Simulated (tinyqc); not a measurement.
Inside a calculation (part 2 of 2). Method: UHF in the sto-3g basis, for BeH, spin multiplicity 2. This run ends on a higher stationary point, not on the lowest solution. Computed by tinyqc, a small Python program that keeps every step (integrals from PySCF). Command: `OMP_NUM_THREADS=1 python tinyqc.py 23273 23274 out.jsonl` (the two numbers bound the seeds that draw the settings). One thread of a shared host (Intel(R) Xeon(R) Processor @ 2.60GHz), about 0.1 s of CPU time with the checks.

Geometry (angstrom):
```
atom       x       y       z
Be    0.0000  0.0000  0.0000
H     0.0000  0.0000  2.1670
```

## Iteration 3: building the Fock matrix

D(alpha) after iteration 2, order 1Be 1s, 1Be 2s, 1Be 2px, 1Be 2py, 1Be 2pz, 2H 1s:
$$\begin{pmatrix}
1.0025 & -0.0388 & 0.0000 & 0.0000 & -0.0629 & -0.0878 \\
-0.0388 & 0.2507 & 0.0000 & 0.0000 & 0.1975 & 0.2748 \\
0.0000 & 0.0000 & 0.9736 & 0.1603 & 0.0000 & 0.0000 \\
0.0000 & 0.0000 & 0.1603 & 0.0264 & 0.0000 & 0.0000 \\
-0.0629 & 0.1975 & 0.0000 & 0.0000 & 0.2185 & 0.2332 \\
-0.0878 & 0.2748 & 0.0000 & 0.0000 & 0.2332 & 0.3234
\end{pmatrix}$$

D(beta) after iteration 2, order 1Be 1s, 1Be 2s, 1Be 2px, 1Be 2py, 1Be 2pz, 2H 1s:
$$\begin{pmatrix}
0.9953 & -0.0112 & 0.0000 & 0.0000 & -0.0537 & -0.0768 \\
-0.0112 & 0.1457 & 0.0000 & 0.0000 & 0.1661 & 0.2388 \\
0.0000 & 0.0000 & 0.0000 & 0.0000 & 0.0000 & 0.0000 \\
0.0000 & 0.0000 & 0.0000 & 0.0000 & 0.0000 & 0.0000 \\
-0.0537 & 0.1661 & 0.0000 & 0.0000 & 0.2253 & 0.2632 \\
-0.0768 & 0.2388 & 0.0000 & 0.0000 & 0.2632 & 0.4122
\end{pmatrix}$$

core Hamiltonian H = T + V (hartree), order 1Be 1s, 1Be 2s, 1Be 2px, 1Be 2py, 1Be 2pz, 2H 1s:
$$\begin{pmatrix}
-8.1113 & -1.9956 & 0.0000 & 0.0000 & -0.0069 & -0.0840 \\
-1.9956 & -2.3452 & 0.0000 & 0.0000 & -0.0725 & -0.3936 \\
0.0000 & 0.0000 & -1.8619 & 0.0000 & 0.0000 & 0.0000 \\
0.0000 & 0.0000 & 0.0000 & -1.8619 & 0.0000 & 0.0000 \\
-0.0069 & -0.0725 & 0.0000 & 0.0000 & -1.9071 & -0.5041 \\
-0.0840 & -0.3936 & 0.0000 & 0.0000 & -0.5041 & -1.4432
\end{pmatrix}$$

Two-electron integrals (ij|kl) in chemists' order, unique and non-zero (hartree):
```
(11|11) 2.2988     (21|11) 0.3920     (21|21) 0.0795     (22|11) 0.5710
(22|21) 0.1430     (22|22) 0.4177     (31|31) 0.0146     (32|31) 0.0219
(32|32) 0.0923     (33|11) 0.5696     (33|21) 0.1431     (33|22) 0.4176
(33|33) 0.4499     (41|41) 0.0146     (42|41) 0.0219     (42|42) 0.0923
(43|43) 0.0242     (44|11) 0.5696     (44|21) 0.1431     (44|22) 0.4176
(44|33) 0.4014     (44|44) 0.4499     (51|51) 0.0146     (52|51) 0.0219
(52|52) 0.0923     (53|53) 0.0242     (54|54) 0.0242     (55|11) 0.5696
(55|21) 0.1431     (55|22) 0.4176     (55|33) 0.4014     (55|44) 0.4014
(55|55) 0.4499     (61|11) 0.0158     (61|21) 0.0032     (61|22) 0.0059
(61|33) 0.0058     (61|44) 0.0058     (61|51) 3.23e-04   (61|52) 0.0006
(61|55) 0.0060     (61|61) 1.38e-04   (62|11) 0.0685     (62|21) 0.0176
(62|22) 0.0603     (62|33) 0.0577     (62|44) 0.0577     (62|51) 0.0022
(62|52) 0.0163     (62|55) 0.0653     (62|61) 0.0008     (62|62) 0.0171
(63|31) 0.0011     (63|32) 0.0062     (63|53) 0.0024     (63|63) 0.0011
(64|41) 0.0011     (64|42) 0.0062     (64|54) 0.0024     (64|64) 0.0011
(65|11) 0.0870     (65|21) 0.0225     (65|22) 0.0797     (65|33) 0.0753
(65|44) 0.0753     (65|51) 0.0034     (65|52) 0.0247     (65|55) 0.0883
(65|61) 0.0010     (65|62) 0.0248     (65|65) 0.0364     (66|11) 0.2441
(66|21) 0.0633     (66|22) 0.2411     (66|33) 0.2275     (66|44) 0.2275
(66|51) 0.0069     (66|52) 0.0694     (66|55) 0.2679     (66|61) 0.0029
(66|62) 0.0974     (66|65) 0.1469     (66|66) 0.7746
```

nuclear repulsion = 0.976792 hartree

J_ij = sum D_kl (ij|kl) with D = D(alpha) + D(beta), K_ij = sum D_kl (ik|jl) for each spin; F = H + J - K(s); E = tr D H + tr D J / 2 - 0.5 sum_s tr D(s) K(s) + E_nn.

Coulomb J (hartree), order 1Be 1s, 1Be 2s, 1Be 2px, 1Be 2py, 1Be 2pz, 2H 1s:
$$\begin{pmatrix}
5.9334 & 1.1245 & 0.0000 & 0.0000 & 0.0231 & 0.0463 \\
1.1245 & 2.2113 & 0.0000 & 0.0000 & 0.1541 & 0.3706 \\
0.0000 & 0.0000 & 2.2153 & 0.0078 & 0.0000 & 0.0000 \\
0.0000 & 0.0000 & 0.0078 & 2.1694 & 0.0000 & 0.0000 \\
0.0231 & 0.1541 & 0.0000 & 0.0000 & 2.2399 & 0.5043 \\
0.0463 & 0.3706 & 0.0000 & 0.0000 & 0.5043 & 1.7869
\end{pmatrix}$$

exchange K(alpha) (hartree), order 1Be 1s, 1Be 2s, 1Be 2px, 1Be 2py, 1Be 2pz, 2H 1s:
$$\begin{pmatrix}
2.3112 & 0.4314 & 0.0000 & 0.0000 & -0.0030 & 0.0177 \\
0.4314 & 0.3289 & 0.0000 & 0.0000 & 0.1436 & 0.1654 \\
0.0000 & 0.0000 & 0.4847 & 0.0682 & 0.0000 & 0.0000 \\
0.0000 & 0.0000 & 0.0682 & 0.0816 & 0.0000 & 0.0000 \\
-0.0030 & 0.1436 & 0.0000 & 0.0000 & 0.2246 & 0.1869 \\
0.0177 & 0.1654 & 0.0000 & 0.0000 & 0.1869 & 0.3951
\end{pmatrix}$$

exchange K(beta) (hartree), order 1Be 1s, 1Be 2s, 1Be 2px, 1Be 2py, 1Be 2pz, 2H 1s:
$$\begin{pmatrix}
2.2935 & 0.4098 & 0.0000 & 0.0000 & -0.0023 & 0.0175 \\
0.4098 & 0.1993 & 0.0000 & 0.0000 & 0.1308 & 0.1536 \\
0.0000 & 0.0000 & 0.0375 & 0.0000 & 0.0000 & 0.0000 \\
0.0000 & 0.0000 & 0.0000 & 0.0375 & 0.0000 & 0.0000 \\
-0.0023 & 0.1308 & 0.0000 & 0.0000 & 0.2016 & 0.1995 \\
0.0175 & 0.1536 & 0.0000 & 0.0000 & 0.1995 & 0.4616
\end{pmatrix}$$

F(alpha) (hartree), order 1Be 1s, 1Be 2s, 1Be 2px, 1Be 2py, 1Be 2pz, 2H 1s:
$$\begin{pmatrix}
-4.4891 & -1.3025 & 0.0000 & 0.0000 & 0.0192 & -0.0554 \\
-1.3025 & -0.4628 & 0.0000 & 0.0000 & -0.0620 & -0.1884 \\
0.0000 & 0.0000 & -0.1313 & -0.0604 & 0.0000 & 0.0000 \\
0.0000 & 0.0000 & -0.0604 & 0.2259 & 0.0000 & 0.0000 \\
0.0192 & -0.0620 & 0.0000 & 0.0000 & 0.1083 & -0.1867 \\
-0.0554 & -0.1884 & 0.0000 & 0.0000 & -0.1867 & -0.0514
\end{pmatrix}$$

F(beta) (hartree), order 1Be 1s, 1Be 2s, 1Be 2px, 1Be 2py, 1Be 2pz, 2H 1s:
$$\begin{pmatrix}
-4.4715 & -1.2810 & 0.0000 & 0.0000 & 0.0185 & -0.0552 \\
-1.2810 & -0.3331 & 0.0000 & 0.0000 & -0.0492 & -0.1767 \\
0.0000 & 0.0000 & 0.3160 & 0.0078 & 0.0000 & 0.0000 \\
0.0000 & 0.0000 & 0.0078 & 0.2700 & 0.0000 & 0.0000 \\
0.0185 & -0.0492 & 0.0000 & 0.0000 & 0.1313 & -0.1994 \\
-0.0552 & -0.1767 & 0.0000 & 0.0000 & -0.1994 & -0.1179
\end{pmatrix}$$

total energy of this density = -14.612990 hartree

This density is a damped mixture and is not idempotent.

## Iteration 3: DIIS over 3 matrices

error matrix X^T (FDS - SDF) X (alpha):
$$\begin{pmatrix}
0.0000 & 0.0016 & 0.0000 & 0.0000 & 0.0087 & -0.0132 \\
-0.0016 & 0.0000 & 0.0000 & 0.0000 & 0.0358 & 0.0373 \\
0.0000 & 0.0000 & 0.0000 & 0.0000 & 0.0000 & 0.0000 \\
0.0000 & 0.0000 & 0.0000 & 0.0000 & 0.0000 & 0.0000 \\
-0.0087 & -0.0358 & 0.0000 & 0.0000 & 0.0000 & 0.0272 \\
0.0132 & -0.0373 & 0.0000 & 0.0000 & -0.0272 & 0.0000
\end{pmatrix}$$

B (overlaps of the stored error matrices):
$$\begin{pmatrix}
1.4493272e-01 & 7.4317147e-02 & 4.6452002e-02 \\
7.4317147e-02 & 4.0163679e-02 & 2.6090536e-02 \\
4.6452002e-02 & 2.6090536e-02 & 1.7896223e-02
\end{pmatrix}$$

Minimise |sum c_i e_i|^2 with sum c_i = 1: solve [B -1; -1 0][c; lambda] = [0; -1] with B_ij = tr e_i^T e_j summed over both spins, and take F = sum c_i F_i.

DIIS coefficients: [-0.2770, -0.4670, 1.7440]

extrapolated F(alpha) (hartree), order 1Be 1s, 1Be 2s, 1Be 2px, 1Be 2py, 1Be 2pz, 2H 1s:
$$\begin{pmatrix}
-4.5389 & -1.3090 & 0.0000 & 0.0000 & 0.0187 & -0.0547 \\
-1.3090 & -0.5142 & 0.0000 & 0.0000 & -0.0553 & -0.2031 \\
0.0000 & 0.0000 & -0.1614 & -0.0604 & 0.0000 & 0.0000 \\
0.0000 & 0.0000 & -0.0604 & 0.1958 & 0.0000 & 0.0000 \\
0.0187 & -0.0553 & 0.0000 & 0.0000 & 0.1316 & -0.1705 \\
-0.0547 & -0.2031 & 0.0000 & 0.0000 & -0.1705 & -0.0181
\end{pmatrix}$$

extrapolated F(beta) (hartree), order 1Be 1s, 1Be 2s, 1Be 2px, 1Be 2py, 1Be 2pz, 2H 1s:
$$\begin{pmatrix}
-4.5190 & -1.2880 & 0.0000 & 0.0000 & 0.0176 & -0.0550 \\
-1.2880 & -0.3615 & 0.0000 & 0.0000 & -0.0363 & -0.1890 \\
0.0000 & 0.0000 & 0.2912 & 0.0078 & 0.0000 & 0.0000 \\
0.0000 & 0.0000 & 0.0078 & 0.2452 & 0.0000 & 0.0000 \\
0.0176 & -0.0363 & 0.0000 & 0.0000 & 0.1530 & -0.1931 \\
-0.0550 & -0.1890 & 0.0000 & 0.0000 & -0.1931 & -0.1263
\end{pmatrix}$$

## Iteration 3: diagonalisation and new density

X, order 1Be 1s, 1Be 2s, 1Be 2px, 1Be 2py, 1Be 2pz, 2H 1s:
$$\begin{pmatrix}
0.4902 & 0.6584 & 0.0000 & 0.0000 & -0.5271 & 0.3501 \\
-0.7252 & -0.4584 & 0.0000 & 0.0000 & -0.3766 & 0.4893 \\
0.0000 & 0.0000 & 0.9946 & -0.1039 & 0.0000 & 0.0000 \\
0.0000 & 0.0000 & 0.1039 & 0.9946 & 0.0000 & 0.0000 \\
-0.5249 & 0.6236 & 0.0000 & 0.0000 & 0.5425 & 0.3443 \\
0.7350 & -0.4461 & 0.0000 & 0.0000 & 0.3674 & 0.4952
\end{pmatrix}$$

overlap S, order 1Be 1s, 1Be 2s, 1Be 2px, 1Be 2py, 1Be 2pz, 2H 1s:
$$\begin{pmatrix}
1.0000 & 0.2595 & 0.0000 & 0.0000 & 0.0000 & 0.0107 \\
0.2595 & 1.0000 & 0.0000 & 0.0000 & 0.0000 & 0.1899 \\
0.0000 & 0.0000 & 1.0000 & 0.0000 & 0.0000 & 0.0000 \\
0.0000 & 0.0000 & 0.0000 & 1.0000 & 0.0000 & 0.0000 \\
0.0000 & 0.0000 & 0.0000 & 0.0000 & 1.0000 & 0.2627 \\
0.0107 & 0.1899 & 0.0000 & 0.0000 & 0.2627 & 1.0000
\end{pmatrix}$$

Diagonalise F' = X^T F X, C = X C', fill 3 alpha and 2 beta electrons from the bottom; D(s) = C_occ C_occ^T; the new density keeps 0.5 of the old one (damping). Each column has its largest component positive (the first on a tie).

F' = X^T F X (alpha) (hartree):
$$\begin{pmatrix}
-0.1470 & -0.8726 & 0.0000 & 0.0000 & 0.8386 & -0.6069 \\
-0.8726 & -1.1471 & 0.0000 & 0.0000 & 1.5456 & -1.0554 \\
0.0000 & 0.0000 & -0.1701 & -0.0222 & 0.0000 & 0.0000 \\
0.0000 & 0.0000 & -0.0222 & 0.2044 & 0.0000 & 0.0000 \\
0.8386 & 1.5456 & 0.0000 & 0.0000 & -1.7958 & 1.3975 \\
-0.6069 & -1.0554 & 0.0000 & 0.0000 & 1.3975 & -1.3063
\end{pmatrix}$$

orbital energies (alpha) (hartree): MO1 -4.5431, MO2 -0.2673, MO3 -0.1714, MO4 0.0511, MO5 0.2057, MO6 0.3633

coefficients C (alpha), order 1Be 1s, 1Be 2s, 1Be 2px, 1Be 2py, 1Be 2pz, 2H 1s:
$$\begin{pmatrix}
0.9911 & -0.2173 & 0.0000 & -0.1952 & 0.0000 & -0.0802 \\
0.0324 & 0.7315 & 0.0000 & 0.6895 & 0.0000 & 0.3251 \\
0.0000 & 0.0000 & 0.9867 & 0.0000 & -0.1625 & 0.0000 \\
0.0000 & 0.0000 & 0.1625 & 0.0000 & 0.9867 & 0.0000 \\
-0.0030 & 0.2365 & 0.0000 & -0.5613 & 0.0000 & 0.8404 \\
-0.0027 & 0.4968 & 0.0000 & -0.4729 & 0.0000 & -0.8056
\end{pmatrix}$$

F' = X^T F X (beta) (hartree):
$$\begin{pmatrix}
-0.1122 & -0.8217 & 0.0000 & 0.0000 & 0.8275 & -0.7108 \\
-0.8217 & -1.1255 & 0.0000 & 0.0000 & 1.5808 & -1.0607 \\
0.0000 & 0.0000 & 0.2923 & 0.0029 & 0.0000 & 0.0000 \\
0.0000 & 0.0000 & 0.0029 & 0.2441 & 0.0000 & 0.0000 \\
0.8275 & 1.5808 & 0.0000 & 0.0000 & -1.7886 & 1.3354 \\
-0.7108 & -1.0607 & 0.0000 & 0.0000 & 1.3354 & -1.2789
\end{pmatrix}$$

orbital energies (beta) (hartree): MO1 -4.5222, MO2 -0.2495, MO3 0.0971, MO4 0.2439, MO5 0.2924, MO6 0.3695

coefficients C (beta), order 1Be 1s, 1Be 2s, 1Be 2px, 1Be 2py, 1Be 2pz, 2H 1s:
$$\begin{pmatrix}
0.9925 & -0.1318 & -0.2474 & 0.0000 & 0.0000 & -0.1024 \\
0.0276 & 0.4330 & 0.8755 & 0.0000 & 0.0000 & 0.4032 \\
0.0000 & 0.0000 & 0.0000 & -0.1625 & 0.9867 & 0.0000 \\
0.0000 & 0.0000 & 0.0000 & 0.9867 & 0.1625 & 0.0000 \\
-0.0031 & 0.2749 & -0.4744 & 0.0000 & 0.0000 & 0.8813 \\
-0.0020 & 0.7260 & -0.2865 & 0.0000 & 0.0000 & -0.7144
\end{pmatrix}$$

D(alpha) after iteration 3, order 1Be 1s, 1Be 2s, 1Be 2px, 1Be 2py, 1Be 2pz, 2H 1s:
$$\begin{pmatrix}
1.0161 & -0.0828 & 0.0000 & 0.0000 & -0.0586 & -0.0992 \\
-0.0828 & 0.3934 & 0.0000 & 0.0000 & 0.1852 & 0.3191 \\
0.0000 & 0.0000 & 0.9736 & 0.1603 & 0.0000 & 0.0000 \\
0.0000 & 0.0000 & 0.1603 & 0.0264 & 0.0000 & 0.0000 \\
-0.0586 & 0.1852 & 0.0000 & 0.0000 & 0.1372 & 0.1753 \\
-0.0992 & 0.3191 & 0.0000 & 0.0000 & 0.1753 & 0.2851
\end{pmatrix}$$

D(beta) after iteration 3, order 1Be 1s, 1Be 2s, 1Be 2px, 1Be 2py, 1Be 2pz, 2H 1s:
$$\begin{pmatrix}
0.9989 & -0.0204 & 0.0000 & 0.0000 & -0.0465 & -0.0873 \\
-0.0204 & 0.1670 & 0.0000 & 0.0000 & 0.1425 & 0.2765 \\
0.0000 & 0.0000 & 0.0000 & 0.0000 & 0.0000 & 0.0000 \\
0.0000 & 0.0000 & 0.0000 & 0.0000 & 0.0000 & 0.0000 \\
-0.0465 & 0.1425 & 0.0000 & 0.0000 & 0.1504 & 0.2314 \\
-0.0873 & 0.2765 & 0.0000 & 0.0000 & 0.2314 & 0.4696
\end{pmatrix}$$

## Iteration 32 (converged): orbitals

converged F(alpha) (hartree), order 1Be 1s, 1Be 2s, 1Be 2px, 1Be 2py, 1Be 2pz, 2H 1s:
$$\begin{pmatrix}
-4.4858 & -1.2980 & 0.0000 & 0.0000 & 0.0139 & -0.0537 \\
-1.2980 & -0.4611 & 0.0000 & 0.0000 & -0.0398 & -0.2120 \\
0.0000 & 0.0000 & -0.1267 & -0.0604 & 0.0000 & 0.0000 \\
0.0000 & 0.0000 & -0.0604 & 0.2305 & 0.0000 & 0.0000 \\
0.0139 & -0.0398 & 0.0000 & 0.0000 & 0.1803 & -0.1771 \\
-0.0537 & -0.2120 & 0.0000 & 0.0000 & -0.1771 & -0.2014
\end{pmatrix}$$

converged F(beta) (hartree), order 1Be 1s, 1Be 2s, 1Be 2px, 1Be 2py, 1Be 2pz, 2H 1s:
$$\begin{pmatrix}
-4.4856 & -1.2716 & 0.0000 & 0.0000 & 0.0133 & -0.0524 \\
-1.2716 & -0.4608 & 0.0000 & 0.0000 & -0.0587 & -0.2013 \\
0.0000 & 0.0000 & 0.2894 & 0.0078 & 0.0000 & 0.0000 \\
0.0000 & 0.0000 & 0.0078 & 0.2435 & 0.0000 & 0.0000 \\
0.0133 & -0.0587 & 0.0000 & 0.0000 & 0.1918 & -0.1394 \\
-0.0524 & -0.2013 & 0.0000 & 0.0000 & -0.1394 & -0.0003
\end{pmatrix}$$

Diagonalise F' = X^T F X, C = X C', fill 3 alpha and 2 beta electrons from the bottom; D(s) = C_occ C_occ^T. Each column has its largest component positive (the first on a tie).

F' = X^T F X (alpha) (hartree):
$$\begin{pmatrix}
-0.1700 & -0.8087 & 0.0000 & 0.0000 & 0.7759 & -0.6995 \\
-0.8087 & -1.1505 & 0.0000 & 0.0000 & 1.5757 & -0.9991 \\
0.0000 & 0.0000 & -0.1353 & -0.0222 & 0.0000 & 0.0000 \\
0.0000 & 0.0000 & -0.0222 & 0.2392 & 0.0000 & 0.0000 \\
0.7759 & 1.5757 & 0.0000 & 0.0000 & -1.7837 & 1.3488 \\
-0.6995 & -0.9991 & 0.0000 & 0.0000 & 1.3488 & -1.3246
\end{pmatrix}$$

orbital energies (alpha) (hartree): MO1 -4.4902, MO2 -0.3191, MO3 -0.1366, MO4 0.0428, MO5 0.2405, MO6 0.3377

coefficients C (alpha), order 1Be 1s, 1Be 2s, 1Be 2px, 1Be 2py, 1Be 2pz, 2H 1s:
$$\begin{pmatrix}
0.9909 & -0.1551 & 0.0000 & -0.2501 & 0.0000 & -0.0744 \\
0.0331 & 0.5040 & 0.0000 & 0.8807 & 0.0000 & 0.2941 \\
0.0000 & 0.0000 & 0.9867 & 0.0000 & -0.1625 & 0.0000 \\
0.0000 & 0.0000 & 0.1625 & 0.0000 & 0.9867 & 0.0000 \\
-0.0020 & 0.1798 & 0.0000 & -0.3558 & 0.0000 & 0.9583 \\
-0.0032 & 0.7248 & 0.0000 & -0.4643 & 0.0000 & -0.6153
\end{pmatrix}$$

F' = X^T F X (beta) (hartree):
$$\begin{pmatrix}
-0.1306 & -0.8665 & 0.0000 & 0.0000 & 0.8372 & -0.6189 \\
-0.8665 & -1.1287 & 0.0000 & 0.0000 & 1.5557 & -1.0385 \\
0.0000 & 0.0000 & 0.2905 & 0.0029 & 0.0000 & 0.0000 \\
0.0000 & 0.0000 & 0.0029 & 0.2424 & 0.0000 & 0.0000 \\
0.8372 & 1.5557 & 0.0000 & 0.0000 & -1.7230 & 1.3892 \\
-0.6189 & -1.0385 & 0.0000 & 0.0000 & 1.3892 & -1.2528
\end{pmatrix}$$

orbital energies (beta) (hartree): MO1 -4.4885, MO2 -0.2335, MO3 0.1081, MO4 0.2422, MO5 0.2907, MO6 0.3788

coefficients C (beta), order 1Be 1s, 1Be 2s, 1Be 2px, 1Be 2py, 1Be 2pz, 2H 1s:
$$\begin{pmatrix}
0.9928 & -0.2137 & -0.1921 & 0.0000 & 0.0000 & -0.0770 \\
0.0267 & 0.7315 & 0.6950 & 0.0000 & 0.0000 & 0.3136 \\
0.0000 & 0.0000 & 0.0000 & -0.1625 & 0.9867 & 0.0000 \\
0.0000 & 0.0000 & 0.0000 & 0.9867 & 0.1625 & 0.0000 \\
-0.0019 & 0.2021 & -0.5221 & 0.0000 & 0.0000 & 0.8740 \\
-0.0025 & 0.5142 & -0.5189 & 0.0000 & 0.0000 & -0.7654
\end{pmatrix}$$

D(alpha) after iteration 32, order 1Be 1s, 1Be 2s, 1Be 2px, 1Be 2py, 1Be 2pz, 2H 1s:
$$\begin{pmatrix}
1.0060 & -0.0454 & 0.0000 & 0.0000 & -0.0298 & -0.1156 \\
-0.0454 & 0.2551 & 0.0000 & 0.0000 & 0.0906 & 0.3652 \\
0.0000 & 0.0000 & 0.9736 & 0.1603 & 0.0000 & 0.0000 \\
0.0000 & 0.0000 & 0.1603 & 0.0264 & 0.0000 & 0.0000 \\
-0.0298 & 0.0906 & 0.0000 & 0.0000 & 0.0323 & 0.1303 \\
-0.1156 & 0.3652 & 0.0000 & 0.0000 & 0.1303 & 0.5253
\end{pmatrix}$$

D(beta) after iteration 32, order 1Be 1s, 1Be 2s, 1Be 2px, 1Be 2py, 1Be 2pz, 2H 1s:
$$\begin{pmatrix}
1.0313 & -0.1299 & 0.0000 & 0.0000 & -0.0451 & -0.1124 \\
-0.1299 & 0.5358 & 0.0000 & 0.0000 & 0.1478 & 0.3761 \\
0.0000 & 0.0000 & 0.0000 & 0.0000 & 0.0000 & 0.0000 \\
0.0000 & 0.0000 & 0.0000 & 0.0000 & 0.0000 & 0.0000 \\
-0.0451 & 0.1478 & 0.0000 & 0.0000 & 0.0408 & 0.1039 \\
-0.1124 & 0.3761 & 0.0000 & 0.0000 & 0.1039 & 0.2644
\end{pmatrix}$$

## Convergence

Stop when the energy changes by less than 1e-08 hartree and every element of the error matrix X^T (F D S - S D F) X (for each spin) is below 3e-05.

Course of the cycle:
```
iteration  E (hartree)     change  largest element of the error matrix
1           -14.495030          -                             1.44e-01
2           -14.567662  -7.26e-02                             7.15e-02
3           -14.612990  -4.53e-02                             4.87e-02
4           -14.646577  -3.36e-02                             4.33e-02
5           -14.670768  -2.42e-02                             4.06e-02
6           -14.684950  -1.42e-02                             4.04e-02
7           -14.699396  -1.44e-02                             4.11e-02
8           -14.693780   5.62e-03                             3.83e-02
9           -14.652283   4.15e-02                             1.66e-02
10          -14.662469  -1.02e-02                             1.07e-02
11          -14.666969  -4.50e-03                             5.75e-03
12          -14.670732  -3.76e-03                             2.87e-03
13          -14.673083  -2.35e-03                             1.40e-03
14          -14.674352  -1.27e-03                             7.32e-04
...                ...        ...                                  ...
19          -14.675624  -4.17e-05                             2.32e-05
20          -14.675645  -2.08e-05                             1.16e-05
21          -14.675655  -1.04e-05                             5.78e-06
22          -14.675660  -5.21e-06                             2.89e-06
23          -14.675663  -2.61e-06                             1.44e-06
24          -14.675664  -1.30e-06                             7.22e-07
25          -14.675665  -6.52e-07                             3.61e-07
26          -14.675665  -3.26e-07                             1.80e-07
27          -14.675665  -1.63e-07                             9.02e-08
28          -14.675666  -8.15e-08                             4.51e-08
29          -14.675666  -4.07e-08                             2.25e-08
30          -14.675666  -2.04e-08                             1.13e-08
31          -14.675666  -1.02e-08                             5.62e-09
32          -14.675666  -5.09e-09                             2.81e-09
```

PySCF UHF in the same basis, after a stability check = -14.839820 hartree

Converged in 32 iterations. But the solution lies 0.16415 hartree above the reference: it is another stationary point, not the lowest one. Reruns (cap 100 unless said): DIIS 8: converged in 13 to a higher stationary point; damping 0.5: converged in 45 to a higher stationary point; level shift 0.5: converged in 48 to a higher stationary point; atomic densities as start, DIIS 8: converged in 12.

## Populations, bond orders and dipole

Mulliken: Z minus the diagonal of D S on the atom; Loewdin: the same with S^(1/2) D S^(1/2); Mayer order: 2 sum_s sum (D(s) S)_ij (D(s) S)_ji over the two atoms.

Charges (e):
```
atom  Mulliken  Loewdin  Mulliken spin
1Be    -0.0104  -0.0132         0.7342
2H      0.0104   0.0132         0.2658
```

Mayer bond orders:
```
pair   order
2-1   0.9292
```

dipole moment about the origin, x y z (debye): [0.0000, 0.0000, -2.2014]

<S^2> of the determinant (pure state: 0.75) = 0.8214
